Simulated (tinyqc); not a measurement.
Gas flow in a process chamber: flow regimes, conductance, effective pumping speed, pump-down, outgassing and purge. From chamber pressure p_1 back to pipe length l. Computed by tinyqc, a small Python program. Command: `OMP_NUM_THREADS=1 python tinyqc.py 3121177 3121178 out.jsonl pump inv`. One thread of a shared host (Intel(R) Xeon(R) Processor @ 2.30GHz), about 0.01 s of CPU time with the checks.

Ideal gas, isothermal flow, a pump of constant speed at the end of a round pipe; process gas, volume gas and outgassing are given the same properties. 1 sccm = 101325 Pa x 1e-6 m^3/60 s x T/273.15 K.

Inputs (values chosen for the exercise, modelled on oxygen near room temperature): molar mass M = 32 g/mol; molecular diameter = 0.36 nm; viscosity eta = 20.6 micropascal s; temperature T = 350 K; chamber volume V = 68 L; pipe diameter d = 4 cm; pump speed S = 40 L/s; process gas flow = 1400 sccm.

Constants: k_B = 1.380649e-23 J/K; u = 1.6605390666e-27 kg.

Method:
- Mean speed c = sqrt(8 k_B T/(pi m)); aperture conductance C_a = c pi d^2/16; molecular pipe C_m = C_a/(1 + 3 l/(4 d)) (Dushman form); viscous pipe C_v = pi d^4 p_mean/(128 eta l); Knudsen interpolation C = C_v + C_m (1 + x)/(1 + 1.24 x), x = d p_mean sqrt(m/(k_B T))/eta.
- Effective speed 1/S_eff = 1/S + 1/C_m; time constant V/S_eff; pressure at which the free path k_B T/(sqrt2 pi d_m^2 p) equals d.
- Steady flow: the pump inlet is at p_2 = Q/S, and the chamber pressure p_1 solves Q = C((p_1 + p_2)/2) (p_1 - p_2). Residence time = p_1 V/Q.
- Knudsen number = free path at the mean pressure over d.

Question. A run gave the result below. Find the pipe length l, known to lie between 29 and 66 cm.

chamber pressure p_1 = 79.93411 Pa

Answer.

Each step takes the trial c = (a f_b - b f_a)/(f_b - f_a), f being the result less the target and a, b, c the logarithms of the listed values; c replaces end b, the old b replaces a if the sign of f changed, and otherwise f_a is halved.

Scan of the range:
```
pipe length l (cm)  chamber pressure p_1 (Pa)
29.0                                  79.3655
33.3                                  79.8881
38.1                                  80.4675
43.7                                  81.1383
50.2                                  81.9102
57.5                                  82.7686
66.0                                  83.7573
```

False position (Illinois rule, in the logarithm of the input) inside the bracket:
```
step    end a    end b    trial  chamber pressure p_1 (Pa)
1     33.3000  38.1000  33.6581                    79.9315
2     38.1000  33.6581  33.6787                    79.9340
3     38.1000  33.6787  33.6811                    79.9342
4     33.6787  33.6811  33.6800                    79.9341
```

Chamber pressure p_1 rises at every point of a 13-point scan of the range (every second point is shown), so one value fits; it is bracketed by 33.3 and 38.1. Answer: pipe length l = 33.68 cm.
